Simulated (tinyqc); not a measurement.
## Voltage drop against the pad pitch

A grid of 17 by 17 nodes with segments Rx (rows) and Ry (columns); every node draws I1 and the central node kh I1; pads with resistance Rp sit at the nodes whose row and column are multiples of the pitch, counting from 0. The drops u = Vdd - V follow from G u = i, with G the conductance matrix and i the load currents, solved directly.

Values chosen for this exercise:
- Vdd = 1 V (supply voltage)
- Rx = 0.19 ohm (resistance of a horizontal segment)
- Ry = 0.55 ohm (resistance of a vertical segment)
- Rp = 0.07 ohm (resistance from a pad node to the supply)
- kh = 8 (factor on the load at the hot node)
- I1 = 0.14 mA (load current of a node in the large grid)

Voltage drop against the pad pitch:
columns A: pitch (nodes); B: pads; C: worst drop (mV); D: mean drop (mV); E: largest drop at a pad (mV); F: largest pad current (mA); G: worst drop over Vdd (%)
```
A     B         C         D         E        F          G
1   289  0.047324  0.010037  0.047324  0.67606  0.0047324
2    81   0.10090  0.065155  0.082991   1.1856   0.010090
4    25   0.40529   0.30221   0.19785   2.8264   0.040529
8     9    1.5148    1.2551   0.55180   7.8829    0.15148
16    4    5.9636    4.8349   0.72520   10.360    0.59636
```

What does the comparison show?

The worst drop goes from 0.0473 to 5.96 mV while the number of pads falls from 289 to 4; between the last two rows it goes as pitch^(1.98). The largest drop at a pad is 100 % of the worst drop in the first row and 12.2 % in the last; the rest falls along the wires.

Program tinyqc, `OMP_NUM_THREADS=1 python tinyqc.py 2770186 2770187 out.jsonl`; Intel Xeon 2.30GHz, shared host, one thread, about 0.1 s.
